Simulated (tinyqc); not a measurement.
Growth mode over temperature: epitaxial growth on a vicinal surface: Burton-Cabrera-Frank step flow, step-edge barrier and island nucleation. Computed by tinyqc, a small Python program. Command: `OMP_NUM_THREADS=1 python tinyqc.py 3020281 3020282 out.jsonl stepflow walk`. One thread of a shared host (Intel(R) Xeon(R) Processor @ 2.30GHz), about 0.01 s of CPU time with the checks.

Adatoms land at rate F, hop on a square grid (a simplification for hexagonal faces), desorb, or join steps. Lengths are in units of a and n is the adatom coverage. Steps ascend at x = 0 and descend at x = l.

Inputs (values chosen for the exercise, close to those used for 4H-SiC(0001)):
```
quantity                     value      unit
site spacing a                3.08  angstrom
step height h                 2.52  angstrom
diffusion barrier E_d         1.75        eV
desorption energy E_a         3.87        eV
adatom formation energy E_f   1.65        eV
step-edge barrier E_s         0.22        eV
attempt frequency nu             5       THz
deposition rate F             0.23  layers/s
miscut angle                     4   degrees
temperature T                 1640         C
critical nucleus size i          1         -
```

Constants: k_B = 8.617333262e-05 eV/K.

Method:
- D = nu exp(-E_d/(k_B T)) (a^2/s, nu counted per direction); tau = exp(E_a/(k_B T))/nu; x_s = sqrt(D tau); n_eq = exp(-E_f/(k_B T)); terrace width l = h/(a tan(miscut)); Schwoebel length l_s = exp(E_s/(k_B T)) - 1.
- D n'' - n/tau + F = 0 with n(0) = n_eq and -l_s n'(l) = n(l) - n_eq. With u = n - F tau, A = n_eq - F tau, y = l/x_s, s = l_s/x_s: u = A cosh(x/x_s) + B sinh(x/x_s), B = A (1 - cosh y - s sinh y)/(sinh y + s cosh y). Flux into the ascending step J+ = D B/x_s, over the descending one J- = -(D/x_s)(A sinh y + B cosh y); step velocity J+ + J-; growth rate (J+ + J-)/l. For small y: J+ + J- = (F - n_eq/tau) l, J-/J+ = l/(l + 2 l_s).
- Island density on a flat surface without desorption: N = 0.25 (F/D)^(i/(i+2)) exp(E_i/((i+2) k_B T)) per site, with E_i = 0 for i = 1; spacing l_n = N^(-1/2). Step flow needs an effective width l_eff = 2 x(peak) below l_n.
- Temperatures in kelvin are T(C) + 273.15.
- x(peak) solves tanh(x/x_s) = -B/A. Rows where evaporation outweighs deposition are left out.

Scales:
```
T (C)  x_s (a)  l_s (a)  incorporated share  l_n (a)  l_eff/l_n
1440    1313.2   3.4381             0.99873   46.331    0.30990
1490    1071.3   3.2545             0.99636   49.001    0.29074
1540     883.8   3.0879             0.99011   51.665    0.27376
1590     736.7   2.9364             0.97451   54.319    0.25862
1640     619.9   2.7979             0.93744   56.960    0.24506
1690     526.3   2.6710             0.85327   59.585    0.23286
1740     450.4   2.5543             0.67009   62.192    0.22185
1790     388.4   2.4467             0.28676   64.779    0.21186
```

What does the comparison show, and why?

The ratio stays below 1: step flow in every row. Incorporation goes from 99.9 % to 28.7 %, as n_eq rises towards F tau or x_s falls below the terrace width: the window for smooth growth closes from above.

Extremes, crossings and ranges named in words are read from the listed rows.
